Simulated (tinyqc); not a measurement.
Inside a calculation. Model: n-type polysilicon, carrier trapping at grain boundaries.

Program tinyqc, `OMP_NUM_THREADS=1 python tinyqc.py 2830293 2830294 out.jsonl`; Intel Xeon 2.30GHz, shared host, one thread, about 0.01 s. Printed values are rounded.

One-dimensional grains of size Lg, uniform ionised doping N, monovalent traps Qt at each boundary at a depth Et below (for electrons) or above (for holes) the band edge there, abrupt depletion of width W on each side of a boundary, Boltzmann statistics. xi is the distance from the band edge at the grain centre to the Fermi level. Trapped charge Qt/(1 + exp((xi + VB - Et)/Vt)) = 2 N W, barrier VB = q N W^2/(2 eps0 eps_r).

Inputs (values chosen for the exercise); values of the order met in polycrystalline silicon:
```
symbol,value,unit,meaning
T,300,K,temperature
eps_r,11.7,,relative permittivity
NB,2.8e19,cm^-3,conduction-band density of states at T
Lg,80,nm,grain size
Qt,8.3e11,cm^-2,trap density of a grain boundary
Et,0.39,eV,depth of the trap level from the majority band edge at the boundary
ms,0.55,m0,mass for thermionic emission
fe,0.5,,correction factor of the emission rate
mug,210,cm^2/(V s),mobility inside the grains
N,2.8e17,cm^-3,doping
```

Constants: q = 1.602176634e-19 C, kB = 1.380649e-23 J/K, m0 = 9.1093837015e-31 kg, Vt = kB T/q, eps0 = 8.8541878128e-14 F/cm where lengths are in cm. Results are converted to the units shown.

## Starting value

W = 8.9 nm.

W at the start = 8.9 nm

## Iteration 1: new W

Partly depleted grain, xi = Vt ln(NB/N): f = 1/(1 + exp((xi + VB - Et)/Vt)), g = Qt f - 2 N W, g' = -2 Qt f (1 - f) VB/(W Vt) - 2 N, W(new) = W - g/g'.

VB = 0.01715078 V
f = 0.9999455
g = 3.315548e11 cm^-2
g' = -5.600674e10 cm^-2/nm
W after iteration 1 = 14.81991 nm

## Iteration 2: new W

As before.

VB = 0.04755485 V
f = 0.9998234
g = -6.146100e7 cm^-2
g' = -5.603639e10 cm^-2/nm
W after iteration 2 = 14.81881 nm

## Course of the iteration

Stop when the step is below 1e-10 nm, or after 40 iterations.

Course of the iteration:
```
iteration  W before the step (nm)  step (nm)
1                             8.9       5.92
2                        14.81991   -1.10e-3
3                        14.81881  -1.23e-10
4                        14.81881    < 1e-12
```

Converged in 4 iterations.

## Depletion width, Fermi level and barrier

If the trap equation with xi = Vt ln(NB/N) has a root W < Lg/2, the grain is partly depleted; otherwise W = Lg/2 and the trap equation gives xi = Et - VB + Vt ln(Qt/(N Lg) - 1). N* = Qt/Lg.

N* = 1.037500e17 cm^-3
W = 14.81881 nm
xi = 0.1190529 V
VB = 0.04754782 V
share of traps filled = 0.9998234

N is 2.70 N*, and the grain is partly depleted; VB = 1.84 Vt.

## Resistivity and effective mobility

n0 = NB exp(-xi/Vt); mean density n0 (1 - 2 W/Lg) by charge balance in a partly depleted grain, and n0 (sqrt(pi)/2) erf(u)/u with u = sqrt(VB/Vt) in a fully depleted one; v = sqrt(kB T/(2 pi ms m0)); barrier resistivity Vt exp(VB/Vt)/(q fe n0 v Lg); grain resistivity (1 - 2 W/Lg)/(q n0 mug); effective mobility 1/(q mean density total resistivity).

n0 = 2.8e17 cm^-3
mean density = 1.762683e17 cm^-3
v = 3.627325e6 cm/s
barrier resistivity = 0.2498891 ohm cm
grain resistivity = 0.06682339 ohm cm
resistivity = 0.3167125 ohm cm
effective mobility = 111.8021 cm^2/(V s)

The resistivity is 2.98 times that of a single crystal with the same N and mobility mug, and the mean density is 63.0 % of N.
